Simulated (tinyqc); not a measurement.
Single-electron transistor, orthodox theory and master equation: two steps of the calculation.

A metal island with n extra electrons joins the left lead (voltage V) and the right lead (0 V) by tunnel junctions and couples to a gate. Cs = CL + CR + Cg. Adding electron n + 1 costs mu(n) = [q (n + 1/2) - CL V - Cg Vg]/Cs (in volts); the Fermi levels are -V (left) and 0 (right). A jump that gains the energy W has the rate G(W) = (W/q)/(R [1 - exp(-W/Vt)]), W in volts, Vt = kB T/q. Sequential tunnelling only; I > 0 flows from left to right.

Inputs (values chosen for the exercise): resistance of the left junction RL = 800 kohm; resistance of the right junction RR = 16000 kohm; temperature T = 2.8 K; bias of the left lead V = 3.8 mV; lowest charge state kept n0 = 0; highest charge state kept n1 = 1.

Constants: q = 1.602176634e-19 C, kB = 1.380649e-23 J/K, Vt = kB T/q. Results are converted to the units shown.

Question 1. Tunnelling rates. Onto the island: from the left W = -V - mu(n), from the right W = -mu(n); off the island (n + 1 to n): to the left W = mu(n) + V, to the right W = mu(n).

mu(n), n to n + 1, n 0 to 0 (mV): [1.5326034]

Find: on from left; on from right; off to left; off to right.

Answer 1.

```
n to n + 1, n  on from left (1/ns)  on from right (1/ns)  off to left (1/ns)  off to right (1/ns)
0                         1.049e-8              0.001044               41.60               0.5989
```

Question 2. Probabilities and current. Steady state: p(n + 1)/p(n) = (sum of on rates)/(sum of off rates), normalised. I = q sum_n [p(n + 1) (off to left) - p(n) (on from left)].

```
n to n + 1, n  on from left (1/ns)  on from right (1/ns)  off to left (1/ns)  off to right (1/ns)
0                     1.0492410e-8          0.0010442214           41.604365           0.59890409
```

Give: p(n); I; mean n.

Answer 2.

p(n), n 0 to 1: [0.99998, 2.4742e-5]
I = 1.6492e-4 nA
mean n = 2.4742e-5

Two plain resistors in series would pass 0.226 nA; this is 0.0729 % of that. One charge state holds over 99 % of the weight.

Range of the model: Cotunnelling, which dominates deep in the blockade, is left out.

tinyqc, about 0.01 s, one thread, Intel Xeon 2.30GHz (shared host): `OMP_NUM_THREADS=1 python tinyqc.py 2780009 2780010 out.jsonl`
